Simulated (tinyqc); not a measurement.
Worked calculation: low-temperature mobility of a two-dimensional electron gas with static screening. Computed by tinyqc, a small Python program that keeps every step. Command: `OMP_NUM_THREADS=1 python tinyqc.py 3027971 3027972 out.jsonl twodeg walk`. One thread of a shared host (Intel(R) Xeon(R) Processor @ 2.30GHz), about 0.01 s of CPU time with the checks. Intermediate numbers are printed to about 7 digits and carried at full precision; extremes and crossings named in words are read from the listed rows.

One subband is filled, the gas is degenerate and scatters at the Fermi circle; one permittivity serves on both sides of the interface. All formulas are in SI units, masses times m_0. Piezoelectric and polar phonons are left out, and n_s is taken as set by a gate, independent of N_i.

Inputs (values chosen for the exercise, modelled on a silicon inversion layer): in-plane mass m = 0.189 m_0; mass across the layer m_z = 0.919 m_0; permittivity eps = 11.5; valley degeneracy g_v = 2; sheet density n_s = 6.4e+11 1/cm^2; depletion charge N_d = 2.1e+11 1/cm^2; roughness height Delta = 0.56 nm; correlation length Lambda = 7.6 nm; remote charge density N_i = 4.2e+11 1/cm^2; distance d of the charges from the interface = 1.7 nm; density rho = 2329 kg/m^3; sound velocity v_l = 8860 m/s; deformation potential D_A = 12 eV; temperature T = 20 K.

Wave function: Fang-Howard. Roughness spectrum: exponential.

Constants: m_0 = 9.1093837015e-31 kg; e = 1.602176634e-19 C; eps_0 = 8.8541878128e-12 F/m; hbar = 1.054571817e-34 J s; k_B = 1.380649e-23 J/K.

## Fermi circle, screening and layer thickness

k_F = sqrt(2 pi n_s/g_v); E_F = hbar^2 k_F^2/(2 m); q_TF = g_v m e^2/(2 pi eps eps_0 hbar^2); Fang-Howard parameter b = [12 m_z e^2 (N_d + 11 n_s/32)/(eps eps_0 hbar^2)]^(1/3), mean depth 3/b; effective field F = e (N_d + n_s/2)/(eps eps_0).

k_F = 0.1417963 1/nm

E_F = 4.053134 meV

q_TF = 1.242290 1/nm

b = 0.9930216 1/nm

mean depth = 3.021082 nm

effective field F = 0.08339494 MV/cm

q_TF/(2 k_F) = 4.38: screening is strong for back-scattering. Caution: k_B T exceeds a quarter of E_F, so scattering at the Fermi circle alone and zero-temperature screening are rough.

## The integrands at a few angles

Form factors with u = q/b: screening G(q) = [1 + 9u/8 + 3u^2/8]/(1 + u)^3, remote charge P(q) = exp(-q d)/(1 + u)^3. Dielectric function eps(q) = 1 + q_TF G(q)/q, with q = 2 k_F sin(theta/2). Roughness: <|U|^2> = (e F)^2 S(q), S = pi Delta^2 Lambda^2/(1 + q^2 Lambda^2/2)^(3/2). Remote charges: <|U|^2> = N_i [e^2 P(q)/(2 eps eps_0 q)]^2. The last two columns are (m/(pi hbar^3)) <|U|^2>/eps(q)^2.

Integrands (1e9/(s rad)):
```
theta (degrees)   q (1/nm)          G    eps(q)  roughness  remote charges
5                0.0123701  0.9771002  99.12676    0.47992        1846.095
15               0.0370163  0.9340598  32.34764    4.28015        1539.623
30               0.0733992  0.8761962  15.82972   15.25014        1173.223
60               0.1417963  0.7827940   7.85812   38.68364         696.243
90               0.2005303  0.7155494   5.43284   50.61607         440.653
135              0.2620054  0.6553220   4.10719   54.63384         271.117
180              0.2835926  0.6362554   3.78714   54.64769         228.317
```

## Interface roughness

1/tau_t = (m/(pi hbar^3)) int_0^pi (1 - cos theta) <|U|^2>/eps(q)^2 dtheta; the quantum rate 1/tau_q drops the factor (1 - cos theta); 200 Gauss-Legendre points in s with theta = pi s^2, s from 0 to 1; mu = e tau_t/m.

tau_t, roughness = 6.159688 ps

tau_q, roughness = 7.932337 ps

roughness mobility = 57321.60 cm^2/(V s)

tau_t/tau_q, roughness = 0.7765288

k_F Lambda = 1.08.

## Remote charges

The formulas are those given above.

tau_t, charges = 0.9099430 ps

tau_q, charges = 0.4898042 ps

remote-charge mobility = 8467.862 cm^2/(V s)

tau_t/tau_q, charges = 1.857769

With D = d + 3/b = 4.72 nm, k_F D = 0.67 and q_TF D = 5.86. When both are large, only small angles survive the factor exp(-2 q D) and tau_t/tau_q tends to (2 k_F D)^2, here 1.79; that limit is not reached.

## Acoustic phonons

Unscreened deformation potential in equipartition: 1/tau = m D_A^2 k_B T I/(rho v_l^2 hbar^3), I = int |psi|^4 dz = 3 b/16 for the Fang-Howard function (used for both wave-function options); mu = e tau/m. Bloch-Grueneisen temperature T_BG = 2 hbar v_l k_F/k_B.

acoustic mobility = 60984.25 cm^2/(V s)

T_BG = 19.19206 K

Caution: T is not well above T_BG, where phonon scattering freezes out faster than equipartition says; the acoustic mobility is a lower bound.

## All together

At the Fermi circle the rates add, so 1/mu is the sum; sheet resistance 1/(n_s e mu); mean free path hbar k_F mu/e; the quantum time adds the rates 1/tau_q, with the isotropic acoustic rate e/(m mu).

Mobilities:
```
process           mu (cm^2/(V s))  share of 1/mu (%)
roughness                57321.60           11.48204
remote charges           8467.862           77.72552
acoustic phonons         60984.25           10.79244
```

mobility mu = 6581.690 cm^2/(V s)

sheet resistance = 1481.741 ohm

mean free path = 61.42824 nm

Dingle ratio tau_t/tau_q = 1.641046

The largest single share of 1/mu (78 %) belongs to remote charges: they are many or near enough that screening leaves their potential the strongest. The Dingle ratio of 1.64 marks mostly large-angle scattering.

Checks made by the program: angular integral against adaptive quadrature (relative difference below 1e-10).
